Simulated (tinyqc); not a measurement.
Convergence with the basis: effective-mass impurity with a central-cell term, in a basis of Slater functions. Computed by tinyqc, a small Python program. Command: `OMP_NUM_THREADS=1 python tinyqc.py 3005545 3005546 out.jsonl centralcell walk`. One thread of a shared host (Intel(R) Xeon(R) Processor @ 2.30GHz), about 0.01 s of CPU time with the checks.

The envelope obeys H = -nabla^2 - (2/r) [Z + A exp(-kappa r)] in effective units, with kappa = a*/lambda; positive A deepens the well near the core.

Inputs (values chosen for the exercise, with mass and screening modelled on GaSb): effective mass m = 0.0403 m_0; dielectric constant eps = 15.4; charge Z of the core = 1; central-cell strength A = 45; central-cell range lambda = 1.7 angstrom; smallest exponent zeta_1 = 0.46 1/a*; ratio beta of exponents = 3.1.

Impurity: donor, one isotropic band.

Constants: Ry = 13.605693123 eV; a_0 = 0.529177210903 angstrom.

Method:
- Units: Ry* = Ry m/eps^2 and a* = a_0 eps/m, with m in m_0.
- kappa = a*/lambda; the hydrogenic ground state is bound by Z^2 Ry*.
- For s functions exp(-zeta r), with s = zeta_i + zeta_j: S = 2/s^3, T = zeta_i zeta_j S, V = -2 Z/s^2, W = -2 A/(s + kappa)^2; each function is normalised by dividing by sqrt(S_ii S_jj).
- Large basis: zeta_i = 0.06 x 1.6^(i-1), i = 1..22, same formulas; for p functions r exp(-zeta r): S = 24/s^5, T = zeta_i zeta_j S (centrifugal term included), V = -12 Z/s^4, W = -12 A/(s + kappa)^4; overlap eigenvalues below 1e-11 are dropped.
- Binding energies are -E Ry*; the effective quantum number is nu = Z/sqrt(-E); |psi(0)|^2 is given relative to the hydrogenic Z^3/(pi a*^3).
- zeta_i = zeta_1 beta^(i-1), i = 1..n.
- The error is the lowest level above the large-basis value.

kappa = 118.951 1/a*

Ry* = 2.31198 meV

1s binding energy = 2.41739 meV

Error of the 1s level:
```
n  error (meV)  largest exponent (1/a*)
1      0.77394               4.6000e-01
2      0.13223               1.4260e+00
3      0.12133               4.4206e+00
4      0.08074               1.3704e+01
5      0.06769               4.2482e+01
6      0.06008               1.3169e+02
7      0.05991               4.0825e+02
8      0.05987               1.2656e+03
```

The error falls from 0.774 to 0.0599 meV. The last function changes it by less than 5 %: it has levelled off, and what remains is set by beta and zeta_1, not by the range of exponents. Caution: the density at the core is many times hydrogenic, so the result hangs on the model potential inside one cell, where the envelope picture is weak.

Extremes, crossings and ranges named in words are read from the listed rows.
